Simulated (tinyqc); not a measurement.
Worked calculation: heavy doping: band filling, gap narrowing, band tails and the effective intrinsic density. Computed by tinyqc, a small Python program that keeps every step. Command: `OMP_NUM_THREADS=1 python tinyqc.py 3031573 3031574 out.jsonl gapnarrow walk`. One thread of a shared host (Intel(R) Xeon(R) Processor @ 2.30GHz), about 0.03 s of CPU time with the checks. Intermediate numbers are printed to about 5 digits and carried at full precision; extremes and crossings named in words are read from the listed rows.

An n-type crystal above its Mott density, with all dopants ionised: n = N_D - N_A, ionised centres N_I = N_D + N_A. Valleys are taken as spherical with mass m_e.

Inputs (values chosen for the exercise, for a model semiconductor):

| quantity | value | unit |
|---|---|---|
| gap E_g | 3.43 | eV |
| electron mass m_e | 0.251 | m_0 |
| valleys M_c | 1 | - |
| hole mass m_h | 1.04 | m_0 |
| dielectric constant eps | 9.76 | - |
| donor density N_D | 6.8e+19 | cm^-3 |
| compensation ratio N_A/N_D | 0.1 | - |
| temperature T | 300 | K |

Conduction band: non-parabolic (Kane).

Constants: a_0 = 0.529177210903 angstrom; Ry = 13.605693123 eV; k_B = 8.617333262e-05 eV/K; hbar^2/(2 m_0) = 3.80998212 eV angstrom^2; e = 1.602176634e-19 C; eps_0 = 8.8541878128e-12 F/m; e^2/(4 pi eps_0) = 14.39964548 eV angstrom.

## Scales

n = N_D (1 - ratio); Ry* = Ry m_e/eps^2, a* = a_0 eps/m_e; r_s = (3/(4 pi n))^(1/3)/a*; k_F = (3 pi^2 n/M_c)^(1/3); Mott density (0.26/a*)^3.

n = 6.12e+19 cm^-3

Ry* = 35.850 meV

a* = 20.577 angstrom

r_s = 0.76503

k_F = 0.12192 1/angstrom

Mott density = 2.0174e+18 cm^-3

## Band filling

n = M_c (1/(2 pi^2)) (m_e/(hbar^2/2m_0))^(3/2) int sqrt(E (1 + aE)) (1 + 2 aE) f dE with a = (1 - m_e)^2/E_g, f = 1/(1 + exp((E - E_F)/k_B T)); trapezoid rule in t = sqrt(E/k_B T), step 0.02 up to 12; E_F by bisection from the band edge. At T = 0, E_F (1 + a E_F) = (hbar^2/2m_0) k_F^2/m_e; dn/dE_F uses f (1 - f)/k_B T in place of f.

E_F above the band edge = 214.85 meV

E_F at T = 0 = 217.85 meV

E_F/k_B T = 8.3107

dn/dE_F = 4.3048e+20 cm^-3/eV

## Screening, narrowing and potential fluctuations

Screening: q^2 = (e/(eps eps_0)) dn/dE_F. Exchange lowers the conduction band by (1/pi) k_F e^2/(4 pi eps_0 eps) (T = 0 Hartree-Fock at k_F, taken as a rigid shift). Screening raises the valence band by (q/2) e^2/(4 pi eps_0 eps) (static Coulomb hole). The narrowing is the sum; electron correlation and carrier-ion shifts are left out. Root-mean-square potential of randomly placed ions: V_rms = (e^2/(4 pi eps_0 eps)) sqrt(2 pi N_I/q).

screening length 1/q = 11.194 angstrom

exchange term = 57.254 meV

Coulomb-hole term = 65.903 meV

gap narrowing = 123.16 meV

V_rms = 107.01 meV

V_rms is 0.50 of the larger of E_F and k_B T, so band tails matter. Caution: the screening length is well below a*, where static Thomas-Fermi screening overstates the Coulomb hole.

## What optics and devices see

Absorption edge of a direct gap, from the valence band at k_F (T = 0 value) to the Fermi level: E_g - narrowing + E_F + (hbar^2/2m_0) k_F^2/m_h, k_F = (3 pi^2 n)^(1/3); the shift is the edge less E_g. n p/n_i^2 = exp(narrowing/k_B T) x (n/N) exp(-E_F/k_B T), N being the limit of n exp(-E_F/k_B T) far below the edge (taken at E_F = -12 k_B T); apparent narrowing = k_B T ln(n p/n_i^2).

shift of the absorption edge = 146.14 meV

absorption edge = 3.5761 eV

apparent narrowing = -15.450 meV

log10(n p/n_i^2) = -0.25954

Degeneracy takes back 138.6 meV of the 123.2 meV of narrowing, so the minority density ends below its ideal value n_i^2/n.

## Filling against narrowing

The compensation ratio is held; the absorption edge is given only for E_F above 2 k_B T.

Against carrier density (energies in meV):

| n (cm^-3) | E_F | narrowing | apparent narrowing | V_rms | shift of the absorption edge |
|---|---|---|---|---|---|
| 6.10e+18 | 33.37 | 64.78 | 48.04 | 44.36 | - |
| 1.20e+19 | 66.18 | 79.67 | 47.61 | 56.47 | 4.89 |
| 2.40e+19 | 113.10 | 96.45 | 35.39 | 73.66 | 45.82 |
| 4.30e+19 | 169.67 | 112.37 | 9.81 | 92.88 | 100.34 |
| 6.10e+19 | 214.38 | 123.05 | -15.17 | 106.87 | 145.66 |
| 9.80e+19 | 292.31 | 139.31 | -64.59 | 129.26 | 227.53 |
| 1.50e+20 | 383.95 | 155.99 | -128.54 | 153.21 | 326.94 |
| 2.40e+20 | 515.83 | 177.19 | -227.07 | 184.54 | 474.04 |

Narrowing grows with exponent 0.27 between the last rows (exchange goes as n^(1/3), the Coulomb hole as n^(1/6) in a degenerate parabolic band) and E_F with 0.63 (2/3 for a parabolic band at T = 0, towards 1/3 in a Kane band). The apparent narrowing falls over all rows, since E_F grows faster than the narrowing. In rows with E_F below 2 k_B T the T = 0 exchange term is overstated. Where V_rms is above half of E_F, band tails blur the edge by more than small net shifts. Filling outweighs narrowing at the absorption edge in every degenerate row (a net Burstein-Moss blue shift).

Checks made by the program: E_F at low temperature against the T = 0 value (relative difference 3e-04).
